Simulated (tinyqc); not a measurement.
Comparisons within one model: exchange-split free-electron bands and tunnelling magnetoresistance. A value that a table varies takes the place of the one given here.

Majority and minority bands E = c k^2/m -/+ Dx/2, c = hbar^2/2m0, so k_up = sqrt(m (EF + Dx/2)/c), k_dn = sqrt(m (EF - Dx/2)/c); n_s = k_s^3/(6 pi^2), D_s = m k_s/(4 pi^2 c).

Barrier: kappa = sqrt(mb phi/c), c = hbar^2/2m0. With a = k1/m, b = k2/m, w = kappa/mb, the transmission at normal incidence is T(k1, k2) = 4 a b w^2/[w^2 (a + b)^2 + (w^2 + a^2)(w^2 + b^2) sinh^2(kappa d)]. Parallel: G_P = T(up, up) + T(dn, dn); antiparallel: G_AP = 2 T(up, dn); TMR = (G_P - G_AP)/G_AP. Julliere: TMR = 2 P^2/(1 - P^2). Slonczewski factor: P_eff = P_k (w^2 - a_up a_dn)/(w^2 + a_up a_dn), P_k = (k_up - k_dn)/(k_up + k_dn).

Constants: hbar^2/2m0 = 3.80998211 eV angstrom^2.

Inputs chosen for the exercise: EF = 5.61 eV (Fermi energy above the mean band bottom); Dx = 5.14 eV (exchange splitting); m = 0.99 m0 (mass in the electrodes); mb = 0.68 m0 (mass in the barrier); d = 8.6 angstrom (barrier thickness); phi = 1.55 eV (barrier height above EF).

## Barrier height

Results:

| phi (eV) | w (1/angstrom) | P_eff | TMR (%) | G_P |
|---|---|---|---|---|
| 0.20 | 0.278 | -0.2158 | 8.98 | 0.0727 |
| 0.40 | 0.393 | -0.1918 | 7.39 | 0.0319 |
| 0.70 | 0.520 | -0.1602 | 5.22 | 0.0105 |
| 1.0 | 0.621 | -0.1329 | 3.59 | 0.00388 |
| 1.5 | 0.761 | -0.0948 | 1.81 | 0.000894 |
| 2.0 | 0.879 | -0.0637 | 0.82 | 0.000244 |
| 3.0 | 1.076 | -0.0161 | 0.05 | 2.57e-05 |
| 4.0 | 1.243 | 0.0188 | 0.07 | 3.66e-06 |
| 6.0 | 1.522 | 0.0663 | 0.88 | 1.31e-07 |
| 10 | 1.965 | 0.1188 | 2.86 | 6.26e-10 |

P_eff vanishes where w^2 = a_up a_dn, at phi = 3.43 eV, inside the table; the lowest TMR listed is 0.05 % at 3 eV. TMR is 9.0 % at the lowest barrier and 2.9 % at the highest, against 12.5 % for Julliere with P_k; P_eff tends to +P_k for very high barriers and to -P_k for very low ones. G_P falls by 8.1 decades.

## Barrier thickness

Results:

| d (angstrom) | kappa d | G_P | G_AP | TMR (%) |
|---|---|---|---|---|
| 1 | 0.526 | 1.45 | 1.39 | 4.34 |
| 2 | 1.052 | 0.683 | 0.666 | 2.49 |
| 3 | 1.578 | 0.266 | 0.261 | 1.91 |
| 4 | 2.104 | 0.0965 | 0.0948 | 1.75 |
| 6 | 3.156 | 0.0120 | 0.0118 | 1.69 |
| 8 | 4.208 | 0.00147 | 0.00144 | 1.69 |
| 10 | 5.260 | 0.000179 | 0.000176 | 1.69 |
| 13 | 6.838 | 7.62e-06 | 7.50e-06 | 1.69 |
| 16 | 8.415 | 3.25e-07 | 3.19e-07 | 1.69 |
| 20 | 10.519 | 4.83e-09 | 4.75e-09 | 1.69 |

For thick barriers each angstrom costs a factor exp(2 kappa) = 2.86 in both conductances, and TMR settles at 1.69 % (the interface factor, which vanishes at (kappa/mb)^2 = k_up k_dn/m^2, reduces it below the value from the polarisation of k alone); it is within 0.1 point of that from d = 4 angstrom on. At 1 angstrom it is 4.34 %, where the barrier is thin and the mismatch of k_up and k_dn starts to rule, as it does fully for d -> 0.

## Exchange splitting

Dx takes the listed multiples of 2 EF.

Results:

| Dx/(2 EF) | k_up | k_dn | P_k | P_eff | TMR (%) |
|---|---|---|---|---|---|
| 0.10 | 1.2663 | 1.1454 | 0.0501 | -0.0213 | 0.09 |
| 0.20 | 1.3226 | 1.0799 | 0.1010 | -0.0422 | 0.36 |
| 0.35 | 1.4028 | 0.9734 | 0.1807 | -0.0721 | 1.05 |
| 0.50 | 1.4787 | 0.8537 | 0.2679 | -0.0980 | 1.94 |
| 0.65 | 1.5509 | 0.7143 | 0.3693 | -0.1137 | 2.62 |
| 0.80 | 1.6198 | 0.5399 | 0.5000 | -0.0987 | 1.98 |
| 0.90 | 1.6642 | 0.3818 | 0.6268 | -0.0252 | 0.15 |
| 0.97 | 1.6946 | 0.2091 | 0.7803 | 0.1924 | 7.72 |

P_k rises from 0.050 to 0.780, and TMR goes from 0.09 % to 7.7 %, not steadily: its largest value is 7.72 % at 0.97 and its smallest 0.09 % at 0.1; P_eff changes sign along the table. At Dx = 2 EF the minority band is empty (a half metal) and G_AP vanishes.

## What moves the magnetoresistance

All results formed anew. Each row changes one parameter from the base and keeps the others.

Results:

| case | P_k | P_eff | TMR (%) | G_P |
|---|---|---|---|---|
| base | 0.2425 | -0.0914 | 1.69 | 0.000780 |
| Dx = 5.397 eV | 0.2563 | -0.0951 | 1.83 | 0.000780 |
| EF = 6.171 eV | 0.2181 | -0.0930 | 1.74 | 0.000754 |
| phi = 2.015 eV | 0.2425 | -0.0629 | 0.79 | 0.000236 |
| mb = 0.544 m0 | 0.2425 | -0.0673 | 0.91 | 0.00216 |
| d = 10.6 angstrom | 0.2425 | -0.0914 | 1.69 | 9.52e-05 |
| m = 1.188 m0 | 0.2425 | -0.0718 | 1.04 | 0.000822 |

The largest shifts from the base row, up to three for each result and ties (the steps differ in size, so this ranks the rows, not the parameters). P_k: EF -0.0244, Dx +0.0138; unchanged at the printed digits by phi, mb, d and m. P_eff: phi +0.0285, mb +0.0241, m +0.0196; unchanged at the printed digits by d. TMR (%): phi -0.89, mb -0.77, m -0.65; unchanged at the printed digits by d. G_P: mb +0.00138, d -0.000685, phi -0.000545; unchanged at the printed digits by Dx.

(tinyqc, `OMP_NUM_THREADS=1 python tinyqc.py 1650854 1650855 out.jsonl`, Intel(R) Xeon(R) Processor @ 2.30GHz, 1 thread, shared host, about 0.01 s.)
